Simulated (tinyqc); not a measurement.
G0W0 on RHF in the sto-3g basis, for H2, spin multiplicity 1, step by step. Computed by tinyqc, a small Python program that keeps every step (integrals from PySCF). Settings: charge = 0, multiplicity = 1, basis = sto-3g, method = RHF, energy threshold = 1e-10, iteration cap = 60, orthogonalisation = canonical, start = Wolfsberg-Helmholz matrix, DIIS depth = 6. Command: `OMP_NUM_THREADS=1 python tinyqc.py 24057 24058 out.jsonl` (the two numbers bound the seeds that draw the settings). One thread of a shared host (Intel(R) Xeon(R) Processor @ 2.60GHz), about 0.03 s of CPU time with the checks. The early iterations of the SCF are left out here.

## One-electron integrals

Geometry (angstrom):
```
atom         x         y         z
H     0.000000  0.000000  0.000000
H     0.000000  0.000000  0.877000
```

Basis sto-3g: exponents (1/bohr^2) and contraction coefficients of normalised primitives:
```
element  l (shell)  exponent  coefficient
H            s (1)  3.425251     0.154329
H            s (1)  0.623914     0.535328
H            s (1)  0.168855     0.444635
```

Overlap, kinetic and nuclear-attraction integrals over the contracted functions; the nuclear repulsion is the sum of Za Zb / Rab.

nuclear repulsion = 0.60339477 hartree

overlap S:
```
          1H 1s     2H 1s
1H 1s  1.000000  0.571601
2H 1s  0.571601  1.000000
```

kinetic energy T (hartree):
```
          1H 1s     2H 1s
1H 1s  0.760032  0.163425
2H 1s  0.163425  0.760032
```

nuclear attraction V (hartree):
```
           1H 1s      2H 1s
1H 1s  -1.799965  -0.969535
2H 1s  -0.969535  -1.799965
```

core Hamiltonian H = T + V (hartree):
```
           1H 1s      2H 1s
1H 1s  -1.039933  -0.806110
2H 1s  -0.806110  -1.039933
```

## Two-electron integrals

Functions are numbered as in S; the eight-fold symmetry (ij|kl) = (ji|kl) = (kl|ij) leaves the list below.

Two-electron integrals (ij|kl) in chemists' order, unique and non-zero (hartree):
```
(11|11) 0.774606   (21|11) 0.369744   (21|21) 0.215834   (22|11) 0.519869
(22|21) 0.369744   (22|22) 0.774606
```

## Orthogonalisation

S = U s U^T; canonical form X = U s^(-1/2), so that X^T S X = 1. Each column of U has its largest component positive (the first on a tie).

eigenvalues of S: 0.428399  1.571601

X:
```
               1         2
1H 1s   1.080341  0.564045
2H 1s  -1.080341  0.564045
```

## Iteration 2 (converged): orbitals

converged F (hartree):
```
           1H 1s      2H 1s
1H 1s  -0.296106  -0.530238
2H 1s  -0.530238  -0.296106
```

Diagonalise F' = X^T F X, C = X C', fill 1 alpha and 1 beta electrons from the bottom; D = 2 C_occ C_occ^T. Each column has its largest component positive (the first on a tie).

F' = X^T F X (hartree):
```
          1          2
1  0.546529   0.000000
2  0.000000  -0.525798
```

orbital energies (hartree): MO1 -0.525798, MO2 0.546529

coefficients C:
```
            MO1        MO2
1H 1s  0.564045   1.080341
2H 1s  0.564045  -1.080341
```

D after iteration 2:
```
          1H 1s     2H 1s
1H 1s  0.636294  0.636294
2H 1s  0.636294  0.636294
```

## Convergence

Stop when the energy changes by less than 1e-10 hartree and every element of the error matrix X^T (F D S - S D F) X is below 3e-06.

Course of the cycle:
```
iteration  E (hartree)    change  largest element of the error matrix
1          -1.09702797         -                             0.000000
2          -1.09702797  0.000000                             0.000000
```

PySCF RHF in the same basis = -1.09702797 hartree

Converged in 2 iterations.

## Integrals over molecular orbitals

(pq|rs) = sum C_ip C_jq C_kr C_ls (ij|kl), one index at a time.

one-electron integrals over orbitals h = C^T H C (hartree):
```
           1          2
1  -1.174625   0.000000
2   0.000000  -0.545807
```

Two-electron integrals over orbitals (pq|rs), unique and non-zero (hartree):
```
(11|11) 0.648828   (21|21) 0.189178   (22|11) 0.640757   (22|22) 0.673383
```

## Screening: direct RPA

With D = e_a - e_i and K = (ia|jb): diagonalise D^(1/2) (D + 4K) D^(1/2) = Z w^2 Z^T; X + Y = D^(1/2) Z w^(-1/2), each column of Z with its largest component positive (the first on a tie); E_c = (sum w - tr (D + 2K)) / 2.

D^(1/2) (D + 4K) D^(1/2) (hartree^2):
```
          1>2
1>2  1.961328
```

excitation energies w (hartree): 1.400474

X + Y:
```
            1
1>2  0.875036
```

RPA correlation energy = -0.02510448 hartree

## G0W0 on Hartree-Fock: HOMO

W(p,q,m) = sqrt2 sum_ia (pq|ia) (X+Y)_ia,m; Sigma_c(x) = sum_(i,m) W^2/(x - e_i + w_m) + sum_(a,m) W^2/(x - e_a - w_m); solve x = e_p + Sigma_c(x) by Newton steps; Z = 1/(1 - dSigma/dx); 1 hartree = 27.211386 eV.

The 12 largest terms at x = e_p (hartree; W for the signs of X + Y given):
```
q  m         W       term
2  1  0.234106  -0.022163
```

Newton steps (hartree):
```
step          x  Sigma_c(x)         Z
0     -0.525798   -0.022163  0.991117
1     -0.547764   -0.021968  0.991271
2     -0.547766   -0.021968  0.991271
```

quasiparticle energy of the HOMO = -14.905464 eV

Hartree-Fock value = -14.307679 eV

## G0W0 on Hartree-Fock: LUMO

As before.

The 12 largest terms at x = e_p (hartree; W for the signs of X + Y given):
```
q  m         W      term
1  1  0.234106  0.022163
```

Newton steps (hartree):
```
step         x  Sigma_c(x)         Z
0     0.546529    0.022163  0.991117
1     0.568496    0.021968  0.991271
2     0.568497    0.021968  0.991271
```

quasiparticle energy of the LUMO = 15.469599 eV

Hartree-Fock value = 14.871815 eV
